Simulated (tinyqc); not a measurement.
Transfer-length model of a contact: two steps of the calculation.

A metal contact of length d and width W on a thin layer of the same width. The metal has no resistance, the sheet resistance under it equals Rsh, and current enters the layer at the front edge x = 0.

Values chosen for this exercise: specific contact resistivity rc = 1e-6 ohm cm^2; contact length d = 1.2 um; contact width W = 20 um.

Question 1. Straight-line fit. Pairs of such contacts at gaps L have R_T = Rsh L/W + 2 Rc. The values of R_T were made from Rsh and rc with a random scatter of 0.2 % and are treated as data. Least squares: slope = sum (L - mean L)(R_T - mean R_T)/sum (L - mean L)^2, intercept = mean R_T - slope mean L. Rsh = slope W, Rc = intercept/2, and A = Rc/slope is half the distance from the origin to the zero of the line.

```
gap  L (um)  R_T (ohm)
1       1.2     14.543
2         2     17.173
3       3.4     21.601
4       5.7     29.142
5       9.5     41.025
6        16     61.892
```

Wanted: slope; intercept; Rsh; Rc; A.

Answer 1.

slope = 3.1947 ohm/um
intercept = 10.769 ohm
Rsh = 63.895 ohm/sq
Rc = 5.3846 ohm
A = 1.6854 um

Question 2. Contact resistivity. rc = Rsh Lt^2. Short cuts: Rsh A^2 (long contact, Lt = A) and Rc W d (short contact, even current).

Rsh = 63.894810 ohm/sq
Rc = 5.3845675 ohm
A = 1.6854475 um
converged Lt = 1.2528152 um

Find: rc; Rsh A^2; Rc W d.

Answer 2.

rc = 1.003e-6 ohm cm^2
Rsh A^2 = 1.815e-6 ohm cm^2
Rc W d = 1.292e-6 ohm cm^2

The extracted rc is 0.29 % above the value 1e-6 ohm cm^2 that made the data.

Computed by the program tinyqc: `OMP_NUM_THREADS=1 python tinyqc.py 2760079 2760080 out.jsonl`, one thread of a shared Intel Xeon 2.30GHz, about 0.01 s for the whole run.
